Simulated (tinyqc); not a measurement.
Vacancy excess varied: nucleation and growth of vacancy voids in a cooling silicon-like crystal. Computed by tinyqc, a small Python program. Command: `OMP_NUM_THREADS=1 python tinyqc.py 3017253 3017254 out.jsonl voids walk`. One thread of a shared host (Intel(R) Xeon(R) Processor @ 2.30GHz), about 0.4 s of CPU time with the checks.

Spherical voids; vacancies are lost only to voids.

Inputs (values chosen for the exercise, close to those used for silicon): vacancy density at the melting point C_m = 5.4e+14 1/cm^3; formation energy E_f = 4.28 eV; melting point T_m = 1685 K; diffusion prefactor D0 = 0.00039 cm^2/s; migration energy E_m = 0.45 eV; site density rho = 5e+22 1/cm^3; void surface energy gamma = 0.808 J/m^2; cooling rate q = 11 K/min; vacancy excess C0 = 9.3e+13 1/cm^3; temperature step = 0.2 K.

Vacancy supply: given.

Constants: k_B = 8.617333262e-05 eV/K; k_B = 1.380649e-23 J/K.

Method:
- C = C0 as given.
- C_e = C_m exp[-(E_f/k_B)(1/T - 1/T_m)]; D = D0 exp(-E_m/(k_B T)); f = k_B T ln(C/C_e); r* = 2 gamma/(rho f); W* = 16 pi gamma^3/(3 rho^2 f^2); Z = f/sqrt(12 pi W* k_B T); I = rho Z (4 pi r* D C) exp(-W*/(k_B T)).
- March down from 1500 K in steps dT, dt = dT/q, with values at the upper end of each step: a class of I dt voids is born with r*; then all classes grow by r^2 += 2 D (C - C_e) dt/rho; C falls by the vacancies added to voids. Stop at 1150 K. T_n is the T of the largest I, N the final count (classes under 1e-6 /cm^3 are dropped), and the mean radius the number average.

initial excess C = 9.30e+13 1/cm^3

At fixed q:
```
C (1/cm^3)  T_n (K)  N (1/cm^3)  mean radius (nm)
3.70e+13     1389.2  1.6128e+08            10.221
5.60e+13     1409.8  1.1988e+08            12.961
9.30e+13     1436.0  8.3303e+07            17.338
1.50e+14     1461.2  5.9085e+07            22.811
2.30e+14     1484.4  4.3464e+07            29.152
```

What follows from these numbers?

More vacancies nucleate earlier (T_n rises by 95 K) and give fewer, larger voids: N goes as C^-0.72 and the radius as C^0.57, steeper than the -1/2 and +1/2 of the scaling argument at fixed D, because D rises with T_n.

Extremes, crossings and ranges named in words are read from the listed rows.
